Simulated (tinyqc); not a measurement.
Worked calculation: MP2 on RHF in the 6-31g basis, for H2, spin multiplicity 1. One step of it, computed by the program tinyqc.

Task: Iteration 5 (converged): orbitals. Diagonalise F' = X^T F X, C = X C', fill 1 alpha and 1 beta electrons from the bottom; D = 2 C_occ C_occ^T. Each column has its largest component positive (the first on a tie).

converged F (hartree), lower triangle:
```
           1H 1s      1H 2s      2H 1s      2H 2s
1H 1s  -0.077061
1H 2s  -0.525968  -0.340441
2H 1s  -0.591505  -0.535594  -0.077061
2H 2s  -0.535594  -0.373750  -0.525968  -0.340441
```

X, lower triangle:
```
           1H 1s      1H 2s      2H 1s     2H 2s
1H 1s   1.315140
1H 2s  -0.506048   2.094518
2H 1s  -0.242031   0.090334   1.315140
2H 2s   0.090334  -1.150075  -0.506048  2.094518
```

Give: F' = X^T F X; orbital energies; coefficients C; D after iteration 5.

Result:

F' = X^T F X (hartree), lower triangle:
```
         1        2        3       4
1   0.6476
2  -0.5854   0.2887
3  -0.5938  -0.0953   0.6476
4  -0.0953  -0.2077  -0.5854  0.2887
```

orbital energies (hartree): MO1 -0.6134, MO2 0.2533, MO3 0.7482, MO4 1.4845

coefficients C:
```
          MO1      MO2      MO3      MO4
1H 1s  0.3361   0.1115   0.7411  -1.1738
1H 2s  0.2576   1.8679  -0.6827   1.3973
2H 1s  0.3361  -0.1115   0.7411   1.1738
2H 2s  0.2576  -1.8679  -0.6827  -1.3973
```

D after iteration 5, lower triangle:
```
        1H 1s   1H 2s   2H 1s   2H 2s
1H 1s  0.2259
1H 2s  0.1731  0.1327
2H 1s  0.2259  0.1731  0.2259
2H 2s  0.1731  0.1327  0.1731  0.1327
```
